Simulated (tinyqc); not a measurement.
Mobility against temperature: two scattering mechanisms together, and the Matthiessen rule.

Non-degenerate electrons. 1/tau(x) = x^(1/2)/tA + 1/(tI x^(3/2)), x = E/kT, with tA = ta (T/300)^(-3/2) and tI = ti (T/300)^(3/2) (the screening logarithm is held fixed). <tau> = integral x^(3/2) tau exp(-x) dx/Gamma(5/2); mu = <tau>/(mc m0/e), m0/e = 5.685630e-12 kg/C. Matthiessen: 1/mu = 1/muA + 1/muI with <tau>A = tA Gamma(2)/Gamma(5/2), <tau>I = tI Gamma(4)/Gamma(5/2).

Inputs chosen for the exercise (out of a larger set: masses near those of Si; tau0 is set for a mobility of the usual size at this n, kL is a free input; freeze-out and phonon drag, which matter near 77 K, are left out; not measured data):
- ta = 140 fs (acoustic tau at E = kT and 300 K)
- ti = 490 fs (impurity tau at E = kT and 300 K)
- mc = 0.2614 m0 (conductivity mass)

rH = <tau^2>/<tau>^2. ta and ti are inputs of their own, not tied to tau0.

Mobilities (cm^2/(V s)):

| T (K) | acoustic | impurity | Matthiessen | exact | rH | Matthiessen/exact |
|---|---|---|---|---|---|---|
| 40 | 1.46e+04 | 724 | 690 | 632 | 1.648 | 1.092 |
| 60 | 7.92e+03 | 1.33e+03 | 1.14e+03 | 934 | 1.416 | 1.220 |
| 80 | 5.15e+03 | 2.05e+03 | 1.47e+03 | 1.10e+03 | 1.260 | 1.337 |
| 120 | 2.80e+03 | 3.76e+03 | 1.61e+03 | 1.13e+03 | 1.106 | 1.424 |
| 160 | 1.82e+03 | 5.80e+03 | 1.38e+03 | 1.01e+03 | 1.050 | 1.376 |
| 220 | 1.13e+03 | 9.34e+03 | 1.01e+03 | 795 | 1.029 | 1.267 |
| 300 | 709 | 1.49e+04 | 676 | 580 | 1.038 | 1.166 |
| 400 | 460 | 2.29e+04 | 451 | 410 | 1.060 | 1.099 |
| 550 | 285 | 3.69e+04 | 283 | 269 | 1.089 | 1.053 |

The exact mobility peaks at 120 K of those listed. The two mechanisms are equal between 80 and 120 K. The rule overestimates everywhere, most at 120 K (by 42 %), since impurities stop the slow electrons and phonons the fast ones. rH runs between 1.029 and 1.648; the pure limits are 1.178 and 1.933, and the mixture dips below both, since the opposite energy slopes of the two rates leave tau nearly constant. Optical and intervalley phonons, left out, lower real mobilities above about 150 K.

(tinyqc, `OMP_NUM_THREADS=1 python tinyqc.py 1651085 1651086 out.jsonl`, Intel(R) Xeon(R) Processor @ 2.30GHz, 1 thread, shared host, about 0.01 s.)
